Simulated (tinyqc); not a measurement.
Worked calculation: UHF in the sto-3g basis, for H4, spin multiplicity 1. This run ends on a higher stationary point, not on the lowest solution. Computed by tinyqc, a small Python program that keeps every step (integrals from PySCF). Settings: charge = 0, multiplicity = 1, basis = sto-3g, energy threshold = 1e-10, iteration cap = 75, orthogonalisation = canonical, start = core, DIIS depth = 8, method = UHF, break = 0.2. Command: `OMP_NUM_THREADS=1 python tinyqc.py 29455 29456 out.jsonl` (the two numbers bound the seeds that draw the settings). One thread of a shared host (Intel(R) Xeon(R) Processor @ 2.60GHz), about 0.09 s of CPU time with the checks. Later iterations appear only in the table of the cycle.

## One-electron integrals

Geometry (angstrom):
```
atom       x       y       z
H     0.0000  0.0000  0.0000
H     0.0000  0.0000  1.2640
H     0.0000  1.5740  0.0000
H     0.0000  1.5740  1.2640
```

Basis sto-3g: exponents (1/bohr^2) and contraction coefficients of normalised primitives:
```
element  l (shell)  exponent  coefficient
H            s (1)    3.4253       0.1543
H            s (1)    0.6239       0.5353
H            s (1)    0.1689       0.4446
```

Overlap, kinetic and nuclear-attraction integrals over the contracted functions; the nuclear repulsion is the sum of Za Zb / Rab.

nuclear repulsion = 2.033977 hartree

overlap S:
```
        1H 1s   2H 1s   3H 1s   4H 1s
1H 1s  1.0000  0.3558  0.2307  0.1156
2H 1s  0.3558  1.0000  0.1156  0.2307
3H 1s  0.2307  0.1156  1.0000  0.3558
4H 1s  0.1156  0.2307  0.3558  1.0000
```

kinetic energy T (hartree):
```
         1H 1s    2H 1s    3H 1s    4H 1s
1H 1s   0.7600   0.0400   0.0041  -0.0103
2H 1s   0.0400   0.7600  -0.0103   0.0041
3H 1s   0.0041  -0.0103   0.7600   0.0400
4H 1s  -0.0103   0.0041   0.0400   0.7600
```

nuclear attraction V (hartree):
```
         1H 1s    2H 1s    3H 1s    4H 1s
1H 1s  -2.2380  -0.7257  -0.4529  -0.2322
2H 1s  -0.7257  -2.2380  -0.2322  -0.4529
3H 1s  -0.4529  -0.2322  -2.2380  -0.7257
4H 1s  -0.2322  -0.4529  -0.7257  -2.2380
```

core Hamiltonian H = T + V (hartree):
```
         1H 1s    2H 1s    3H 1s    4H 1s
1H 1s  -1.4780  -0.6857  -0.4489  -0.2425
2H 1s  -0.6857  -1.4780  -0.2425  -0.4489
3H 1s  -0.4489  -0.2425  -1.4780  -0.6857
4H 1s  -0.2425  -0.4489  -0.6857  -1.4780
```

## Two-electron integrals

Functions are numbered as in S; the eight-fold symmetry (ij|kl) = (ji|kl) = (kl|ij) leaves the list below.

Two-electron integrals (ij|kl) in chemists' order, unique and non-zero (hartree):
```
(11|11) 0.7746   (21|11) 0.2045   (21|21) 0.0759   (22|11) 0.4007
(22|21) 0.2045   (22|22) 0.7746   (31|11) 0.1211   (31|21) 0.0360
(31|22) 0.0788   (31|31) 0.0297   (32|11) 0.0496   (32|21) 0.0192
(32|22) 0.0539   (32|31) 0.0127   (32|32) 0.0069   (33|11) 0.3310
(33|21) 0.1085   (33|22) 0.2613   (33|31) 0.1211   (33|32) 0.0539
(33|33) 0.7746   (41|11) 0.0539   (41|21) 0.0192   (41|22) 0.0496
(41|31) 0.0127   (41|32) 0.0067   (41|33) 0.0496   (41|41) 0.0069
(42|11) 0.0788   (42|21) 0.0360   (42|22) 0.1211   (42|31) 0.0195
(42|32) 0.0127   (42|33) 0.0788   (42|41) 0.0127   (42|42) 0.0297
(43|11) 0.1085   (43|21) 0.0403   (43|22) 0.1085   (43|31) 0.0360
(43|32) 0.0192   (43|33) 0.2045   (43|41) 0.0192   (43|42) 0.0360
(43|43) 0.0759   (44|11) 0.2613   (44|21) 0.1085   (44|22) 0.3310
(44|31) 0.0788   (44|32) 0.0496   (44|33) 0.4007   (44|41) 0.0539
(44|42) 0.1211   (44|43) 0.2045   (44|44) 0.7746
```

## Orthogonalisation

S = U s U^T; canonical form X = U s^(-1/2), so that X^T S X = 1. Each column of U has its largest component positive (the first on a tie).

eigenvalues of S: 0.5291  0.7593  1.0095  1.7021

X:
```
             1        2        3       4
1H 1s   0.6874   0.5738   0.4976  0.3832
2H 1s  -0.6874  -0.5738   0.4976  0.3832
3H 1s  -0.6874   0.5738  -0.4976  0.3832
4H 1s   0.6874  -0.5738  -0.4976  0.3832
```

## Starting guess

The start is the orbitals of the core Hamiltonian, with HOMO and LUMO mixed by +/-0.2 rad for the two spins; D(s) = C_occ C_occ^T for each spin.

D(alpha) at the start:
```
         1H 1s    2H 1s    3H 1s    4H 1s
1H 1s   0.5089   0.3718  -0.0780  -0.2152
2H 1s   0.3718   0.2866   0.0072  -0.0780
3H 1s  -0.0780   0.0072   0.2866   0.3718
4H 1s  -0.2152  -0.0780   0.3718   0.5089
```

D(beta) at the start:
```
         1H 1s    2H 1s    3H 1s    4H 1s
1H 1s   0.2866   0.3718  -0.0780   0.0072
2H 1s   0.3718   0.5089  -0.2152  -0.0780
3H 1s  -0.0780  -0.2152   0.5089   0.3718
4H 1s   0.0072  -0.0780   0.3718   0.2866
```

## Iteration 1: building the Fock matrix

J_ij = sum D_kl (ij|kl) with D = D(alpha) + D(beta), K_ij = sum D_kl (ik|jl) for each spin; F = H + J - K(s); E = tr D H + tr D J / 2 - 0.5 sum_s tr D(s) K(s) + E_nn.

Coulomb J (hartree):
```
        1H 1s   2H 1s   3H 1s   4H 1s
1H 1s  1.7661  0.6323  0.3992  0.2083
2H 1s  0.6323  1.7661  0.2083  0.3992
3H 1s  0.3992  0.2083  1.7661  0.6323
4H 1s  0.2083  0.3992  0.6323  1.7661
```

exchange K(alpha) (hartree):
```
        1H 1s   2H 1s   3H 1s   4H 1s
1H 1s  0.5449  0.3260  0.1183  0.0721
2H 1s  0.3260  0.4026  0.1105  0.1183
3H 1s  0.1183  0.1105  0.4026  0.3260
4H 1s  0.0721  0.1183  0.3260  0.5449
```

exchange K(beta) (hartree):
```
        1H 1s   2H 1s   3H 1s   4H 1s
1H 1s  0.4026  0.3260  0.1183  0.1105
2H 1s  0.3260  0.5449  0.0721  0.1183
3H 1s  0.1183  0.0721  0.5449  0.3260
4H 1s  0.1105  0.1183  0.3260  0.4026
```

F(alpha) (hartree):
```
         1H 1s    2H 1s    3H 1s    4H 1s
1H 1s  -0.2568  -0.3794  -0.1680  -0.1064
2H 1s  -0.3794  -0.1144  -0.1448  -0.1680
3H 1s  -0.1680  -0.1448  -0.1144  -0.3794
4H 1s  -0.1064  -0.1680  -0.3794  -0.2568
```

F(beta) (hartree):
```
         1H 1s    2H 1s    3H 1s    4H 1s
1H 1s  -0.1144  -0.3794  -0.1680  -0.1448
2H 1s  -0.3794  -0.2568  -0.1064  -0.1680
3H 1s  -0.1680  -0.1064  -0.2568  -0.3794
4H 1s  -0.1448  -0.1680  -0.3794  -0.1144
```

total energy of this density = -1.891146 hartree

## Iteration 1: diagonalisation and new density

Diagonalise F' = X^T F X, C = X C', fill 2 alpha and 2 beta electrons from the bottom; D(s) = C_occ C_occ^T. Each column has its largest component positive (the first on a tie).

F' = X^T F X (alpha) (hartree):
```
         1        2        3        4
1   0.4464   0.0000   0.0000  -0.0548
2   0.0000   0.1994  -0.1032   0.0000
3   0.0000  -0.1032  -0.2689   0.0000
4  -0.0548   0.0000   0.0000  -0.5044
```

orbital energies (alpha) (hartree): MO1 -0.5075, MO2 -0.2906, MO3 0.2212, MO4 0.4496

coefficients C (alpha):
```
          MO1      MO2      MO3      MO4
1H 1s  0.4220   0.6052  -0.4589  -0.6643
2H 1s  0.3432   0.3687   0.6641   0.7082
3H 1s  0.3432  -0.3687  -0.6641   0.7082
4H 1s  0.4220  -0.6052   0.4589  -0.6643
```

F' = X^T F X (beta) (hartree):
```
        1       2        3        4
1  0.4464  0.0000   0.0000   0.0548
2  0.0000  0.1994   0.1032   0.0000
3  0.0000  0.1032  -0.2689   0.0000
4  0.0548  0.0000   0.0000  -0.5044
```

orbital energies (beta) (hartree): MO1 -0.5075, MO2 -0.2906, MO3 0.2212, MO4 0.4496

coefficients C (beta):
```
          MO1      MO2      MO3      MO4
1H 1s  0.3432   0.3687   0.6641   0.7082
2H 1s  0.4220   0.6052  -0.4589  -0.6643
3H 1s  0.4220  -0.6052   0.4589  -0.6643
4H 1s  0.3432  -0.3687  -0.6641   0.7082
```

D(alpha) after iteration 1:
```
         1H 1s    2H 1s    3H 1s    4H 1s
1H 1s   0.5444   0.3680  -0.0783  -0.1882
2H 1s   0.3680   0.2537  -0.0181  -0.0783
3H 1s  -0.0783  -0.0181   0.2537   0.3680
4H 1s  -0.1882  -0.0783   0.3680   0.5444
```

D(beta) after iteration 1:
```
         1H 1s    2H 1s    3H 1s    4H 1s
1H 1s   0.2537   0.3680  -0.0783  -0.0181
2H 1s   0.3680   0.5444  -0.1882  -0.0783
3H 1s  -0.0783  -0.1882   0.5444   0.3680
4H 1s  -0.0181  -0.0783   0.3680   0.2537
```

## Iteration 2: building the Fock matrix

As before.

Coulomb J (hartree):
```
        1H 1s   2H 1s   3H 1s   4H 1s
1H 1s  1.7662  0.6322  0.3992  0.2082
2H 1s  0.6322  1.7662  0.2082  0.3992
3H 1s  0.3992  0.2082  1.7662  0.6322
4H 1s  0.2082  0.3992  0.6322  1.7662
```

exchange K(alpha) (hartree):
```
        1H 1s   2H 1s   3H 1s   4H 1s
1H 1s  0.5685  0.3248  0.1181  0.0785
2H 1s  0.3248  0.3782  0.1036  0.1181
3H 1s  0.1181  0.1036  0.3782  0.3248
4H 1s  0.0785  0.1181  0.3248  0.5685
```

exchange K(beta) (hartree):
```
        1H 1s   2H 1s   3H 1s   4H 1s
1H 1s  0.3782  0.3248  0.1181  0.1036
2H 1s  0.3248  0.5685  0.0785  0.1181
3H 1s  0.1181  0.0785  0.5685  0.3248
4H 1s  0.1036  0.1181  0.3248  0.3782
```

F(alpha) (hartree):
```
         1H 1s    2H 1s    3H 1s    4H 1s
1H 1s  -0.2803  -0.3782  -0.1678  -0.1128
2H 1s  -0.3782  -0.0900  -0.1378  -0.1678
3H 1s  -0.1678  -0.1378  -0.0900  -0.3782
4H 1s  -0.1128  -0.1678  -0.3782  -0.2803
```

F(beta) (hartree):
```
         1H 1s    2H 1s    3H 1s    4H 1s
1H 1s  -0.0900  -0.3782  -0.1678  -0.1378
2H 1s  -0.3782  -0.2803  -0.1128  -0.1678
3H 1s  -0.1678  -0.1128  -0.2803  -0.3782
4H 1s  -0.1378  -0.1678  -0.3782  -0.0900
```

total energy of this density = -1.901485 hartree

## Iteration 2: DIIS over 2 matrices

error matrix X^T (FDS - SDF) X (alpha):
```
        1       2        3        4
1  0.0000  0.0000   0.0000  -0.0323
2  0.0000  0.0000  -0.0186   0.0000
3  0.0000  0.0186   0.0000   0.0000
4  0.0323  0.0000   0.0000   0.0000
```

B (overlaps of the stored error matrices):
```
               1              2
1  1.2057344e-02  7.3552027e-03
2  7.3552027e-03  5.5389990e-03
```

Minimise |sum c_i e_i|^2 with sum c_i = 1: solve [B -1; -1 0][c; lambda] = [0; -1] with B_ij = tr e_i^T e_j summed over both spins, and take F = sum c_i F_i.

DIIS coefficients: -0.6293  1.6293

extrapolated F(alpha) (hartree):
```
         1H 1s    2H 1s    3H 1s    4H 1s
1H 1s  -0.2952  -0.3775  -0.1677  -0.1168
2H 1s  -0.3775  -0.0746  -0.1335  -0.1677
3H 1s  -0.1677  -0.1335  -0.0746  -0.3775
4H 1s  -0.1168  -0.1677  -0.3775  -0.2952
```

extrapolated F(beta) (hartree):
```
         1H 1s    2H 1s    3H 1s    4H 1s
1H 1s  -0.0746  -0.3775  -0.1677  -0.1335
2H 1s  -0.3775  -0.2952  -0.1168  -0.1677
3H 1s  -0.1677  -0.1168  -0.2952  -0.3775
4H 1s  -0.1335  -0.1677  -0.3775  -0.0746
```

## Iteration 2: diagonalisation and new density

As before.

F' = X^T F X (alpha) (hartree):
```
         1        2        3        4
1   0.4445   0.0000   0.0000  -0.1074
2   0.0000   0.1977  -0.1355   0.0000
3   0.0000  -0.1355  -0.2671   0.0000
4  -0.1074   0.0000   0.0000  -0.5024
```

orbital energies (alpha) (hartree): MO1 -0.5145, MO2 -0.3037, MO3 0.2343, MO4 0.4566

coefficients C (alpha):
```
          MO1      MO2      MO3      MO4
1H 1s  0.4574   0.6301  -0.4241  -0.6405
2H 1s  0.3043   0.3307   0.6838   0.7258
3H 1s  0.3043  -0.3307  -0.6838   0.7258
4H 1s  0.4574  -0.6301   0.4241  -0.6405
```

F' = X^T F X (beta) (hartree):
```
        1       2        3        4
1  0.4445  0.0000   0.0000   0.1074
2  0.0000  0.1977   0.1355   0.0000
3  0.0000  0.1355  -0.2671   0.0000
4  0.1074  0.0000   0.0000  -0.5024
```

orbital energies (beta) (hartree): MO1 -0.5145, MO2 -0.3037, MO3 0.2343, MO4 0.4566

coefficients C (beta):
```
          MO1      MO2      MO3      MO4
1H 1s  0.3043   0.3307   0.6838   0.7258
2H 1s  0.4574   0.6301  -0.4241  -0.6405
3H 1s  0.4574  -0.6301   0.4241  -0.6405
4H 1s  0.3043  -0.3307  -0.6838   0.7258
```

D(alpha) after iteration 2:
```
         1H 1s    2H 1s    3H 1s    4H 1s
1H 1s   0.6062   0.3476  -0.0692  -0.1878
2H 1s   0.3476   0.2020  -0.0168  -0.0692
3H 1s  -0.0692  -0.0168   0.2020   0.3476
4H 1s  -0.1878  -0.0692   0.3476   0.6062
```

D(beta) after iteration 2:
```
         1H 1s    2H 1s    3H 1s    4H 1s
1H 1s   0.2020   0.3476  -0.0692  -0.0168
2H 1s   0.3476   0.6062  -0.1878  -0.0692
3H 1s  -0.0692  -0.1878   0.6062   0.3476
4H 1s  -0.0168  -0.0692   0.3476   0.2020
```

## Iteration 3: building the Fock matrix

As before.

Coulomb J (hartree):
```
        1H 1s   2H 1s   3H 1s   4H 1s
1H 1s  1.7662  0.6318  0.3992  0.2082
2H 1s  0.6318  1.7662  0.2082  0.3992
3H 1s  0.3992  0.2082  1.7662  0.6318
4H 1s  0.2082  0.3992  0.6318  1.7662
```

exchange K(alpha) (hartree):
```
        1H 1s   2H 1s   3H 1s   4H 1s
1H 1s  0.6052  0.3184  0.1200  0.0799
2H 1s  0.3184  0.3381  0.1010  0.1200
3H 1s  0.1200  0.1010  0.3381  0.3184
4H 1s  0.0799  0.1200  0.3184  0.6052
```

exchange K(beta) (hartree):
```
        1H 1s   2H 1s   3H 1s   4H 1s
1H 1s  0.3381  0.3184  0.1200  0.1010
2H 1s  0.3184  0.6052  0.0799  0.1200
3H 1s  0.1200  0.0799  0.6052  0.3184
4H 1s  0.1010  0.1200  0.3184  0.3381
```

F(alpha) (hartree):
```
         1H 1s    2H 1s    3H 1s    4H 1s
1H 1s  -0.3170  -0.3723  -0.1696  -0.1142
2H 1s  -0.3723  -0.0500  -0.1354  -0.1696
3H 1s  -0.1696  -0.1354  -0.0500  -0.3723
4H 1s  -0.1142  -0.1696  -0.3723  -0.3170
```

F(beta) (hartree):
```
         1H 1s    2H 1s    3H 1s    4H 1s
1H 1s  -0.0500  -0.3723  -0.1696  -0.1354
2H 1s  -0.3723  -0.3170  -0.1142  -0.1696
3H 1s  -0.1696  -0.1142  -0.3170  -0.3723
4H 1s  -0.1354  -0.1696  -0.3723  -0.0500
```

total energy of this density = -1.912880 hartree

## Iteration 3: DIIS over 3 matrices

error matrix X^T (FDS - SDF) X (alpha):
```
        1       2        3        4
1  0.0000  0.0000   0.0000  -0.0222
2  0.0000  0.0000  -0.0292   0.0000
3  0.0000  0.0292   0.0000   0.0000
4  0.0222  0.0000   0.0000   0.0000
```

B (overlaps of the stored error matrices):
```
               1              2              3
1  1.2057344e-02  7.3552027e-03  5.3231947e-03
2  7.3552027e-03  5.5389990e-03  5.0373541e-03
3  5.3231947e-03  5.0373541e-03  5.3956746e-03
```

As before.

DIIS coefficients: -5.6810  16.2074  -9.5264

extrapolated F(alpha) (hartree):
```
         1H 1s    2H 1s    3H 1s    4H 1s
1H 1s  -0.0644  -0.4282  -0.1495  -0.1357
2H 1s  -0.4282  -0.3322  -0.1217  -0.1495
3H 1s  -0.1495  -0.1217  -0.3322  -0.4282
4H 1s  -0.1357  -0.1495  -0.4282  -0.0644
```

extrapolated F(beta) (hartree):
```
         1H 1s    2H 1s    3H 1s    4H 1s
1H 1s  -0.3322  -0.4282  -0.1495  -0.1217
2H 1s  -0.4282  -0.0644  -0.1357  -0.1495
3H 1s  -0.1495  -0.1357  -0.0644  -0.4282
4H 1s  -0.1217  -0.1495  -0.4282  -0.3322
```

## Iteration 3: diagonalisation and new density

As before.

F' = X^T F X (alpha) (hartree):
```
        1       2        3        4
1  0.4740  0.0000   0.0000   0.1337
2  0.0000  0.2754   0.1609   0.0000
3  0.0000  0.1609  -0.3450   0.0000
4  0.1337  0.0000   0.0000  -0.5316
```

orbital energies (alpha) (hartree): MO1 -0.5490, MO2 -0.3843, MO3 0.3146, MO4 0.4915

coefficients C (alpha):
```
          MO1      MO2      MO3      MO4
1H 1s  0.2909   0.3475   0.6754   0.7313
2H 1s  0.4691   0.6194  -0.4395  -0.6319
3H 1s  0.4691  -0.6194   0.4395  -0.6319
4H 1s  0.2909  -0.3475  -0.6754   0.7313
```

F' = X^T F X (beta) (hartree):
```
         1        2        3        4
1   0.4740   0.0000   0.0000  -0.1337
2   0.0000   0.2754  -0.1609   0.0000
3   0.0000  -0.1609  -0.3450   0.0000
4  -0.1337   0.0000   0.0000  -0.5316
```

orbital energies (beta) (hartree): MO1 -0.5490, MO2 -0.3843, MO3 0.3146, MO4 0.4915

coefficients C (beta):
```
          MO1      MO2      MO3      MO4
1H 1s  0.4691   0.6194  -0.4395  -0.6319
2H 1s  0.2909   0.3475   0.6754   0.7313
3H 1s  0.2909  -0.3475  -0.6754   0.7313
4H 1s  0.4691  -0.6194   0.4395  -0.6319
```

D(alpha) after iteration 3:
```
         1H 1s    2H 1s    3H 1s    4H 1s
1H 1s   0.2054   0.3517  -0.0788  -0.0361
2H 1s   0.3517   0.6038  -0.1637  -0.0788
3H 1s  -0.0788  -0.1637   0.6038   0.3517
4H 1s  -0.0361  -0.0788   0.3517   0.2054
```

D(beta) after iteration 3:
```
         1H 1s    2H 1s    3H 1s    4H 1s
1H 1s   0.6038   0.3517  -0.0788  -0.1637
2H 1s   0.3517   0.2054  -0.0361  -0.0788
3H 1s  -0.0788  -0.0361   0.2054   0.3517
4H 1s  -0.1637  -0.0788   0.3517   0.6038
```

## Iteration 14 (converged): orbitals

converged F(alpha) (hartree):
```
         1H 1s    2H 1s    3H 1s    4H 1s
1H 1s  -0.1866  -0.3857  -0.1626  -0.1250
2H 1s  -0.3857  -0.1866  -0.1250  -0.1626
3H 1s  -0.1626  -0.1250  -0.1866  -0.3857
4H 1s  -0.1250  -0.1626  -0.3857  -0.1866
```

converged F(beta) (hartree):
```
         1H 1s    2H 1s    3H 1s    4H 1s
1H 1s  -0.1866  -0.3857  -0.1626  -0.1250
2H 1s  -0.3857  -0.1866  -0.1250  -0.1626
3H 1s  -0.1626  -0.1250  -0.1866  -0.3857
4H 1s  -0.1250  -0.1626  -0.3857  -0.1866
```

As before.

F' = X^T F X (alpha) (hartree):
```
        1       2        3        4
1  0.4475  0.0000   0.0000   0.0000
2  0.0000  0.2127   0.0000   0.0000
3  0.0000  0.0000  -0.2819   0.0000
4  0.0000  0.0000   0.0000  -0.5052
```

orbital energies (alpha) (hartree): MO1 -0.5052, MO2 -0.2819, MO3 0.2127, MO4 0.4475

coefficients C (alpha):
```
          MO1      MO2      MO3      MO4
1H 1s  0.3832   0.4976   0.5738   0.6874
2H 1s  0.3832   0.4976  -0.5738  -0.6874
3H 1s  0.3832  -0.4976   0.5738  -0.6874
4H 1s  0.3832  -0.4976  -0.5738   0.6874
```

F' = X^T F X (beta) (hartree):
```
        1       2        3        4
1  0.4475  0.0000   0.0000   0.0000
2  0.0000  0.2127   0.0000   0.0000
3  0.0000  0.0000  -0.2819   0.0000
4  0.0000  0.0000   0.0000  -0.5052
```

orbital energies (beta) (hartree): MO1 -0.5052, MO2 -0.2819, MO3 0.2127, MO4 0.4475

coefficients C (beta):
```
          MO1      MO2      MO3      MO4
1H 1s  0.3832   0.4976  -0.5738  -0.6874
2H 1s  0.3832   0.4976   0.5738   0.6874
3H 1s  0.3832  -0.4976  -0.5738   0.6874
4H 1s  0.3832  -0.4976   0.5738  -0.6874
```

D(alpha) after iteration 14:
```
         1H 1s    2H 1s    3H 1s    4H 1s
1H 1s   0.3945   0.3945  -0.1008  -0.1008
2H 1s   0.3945   0.3945  -0.1008  -0.1008
3H 1s  -0.1008  -0.1008   0.3945   0.3945
4H 1s  -0.1008  -0.1008   0.3945   0.3945
```

D(beta) after iteration 14:
```
         1H 1s    2H 1s    3H 1s    4H 1s
1H 1s   0.3945   0.3945  -0.1008  -0.1008
2H 1s   0.3945   0.3945  -0.1008  -0.1008
3H 1s  -0.1008  -0.1008   0.3945   0.3945
4H 1s  -0.1008  -0.1008   0.3945   0.3945
```

## Convergence

Stop when the energy changes by less than 1e-10 hartree and every element of the error matrix X^T (F D S - S D F) X (for each spin) is below 3e-06.

Course of the cycle:
```
iteration  E (hartree)     change  largest element of the error matrix
1            -1.891146          -                             5.48e-02
2            -1.901485  -1.03e-02                             3.23e-02
3            -1.912880  -1.14e-02                             2.92e-02
4            -1.910797   2.08e-03                             3.54e-02
5            -1.888976   2.18e-02                             1.21e-03
6            -1.888958   1.81e-05                             5.55e-04
7            -1.888955   2.77e-06                             3.41e-04
8            -1.888954   8.17e-07                             2.39e-04
9            -1.888954   3.28e-07                             1.81e-04
10           -1.888955  -6.23e-07                             2.60e-04
11           -1.888954   6.14e-07                             1.62e-04
12           -1.888954   4.00e-07                             3.41e-05
13           -1.888954   1.89e-08                             8.46e-09
14           -1.888954     0.0000                             7.23e-10
```

PySCF UHF in the same basis, after a stability check = -1.947859 hartree

Converged in 14 iterations. But the solution lies 0.05890 hartree above the reference: it is another stationary point, not the lowest one. Reruns (cap 100 unless said): damping 0.5: converged in 63; level shift 0.5: converged in 52; atomic densities as start, DIIS 8: converged in 3 to a higher stationary point.

## Populations, bond orders and dipole

Mulliken: Z minus the diagonal of D S on the atom; Loewdin: the same with S^(1/2) D S^(1/2); Mayer order: 2 sum_s sum (D(s) S)_ij (D(s) S)_ji over the two atoms.

Charges (e):
```
atom  Mulliken  Loewdin  Mulliken spin
1H           0        0      -9.01e-09
2H           0        0       9.01e-09
3H           0        0       9.01e-09
4H           0   0.0000      -9.01e-09
```

Mayer bond orders:
```
pair   order
2-1   1.0000
3-1        0
3-2        0
4-1        0
4-2        0
4-3   1.0000
```

dipole moment about the origin, x y z (debye): 0.0000  0.0000  0.0000

<S^2> of the determinant (pure state: 0) = 0.0000
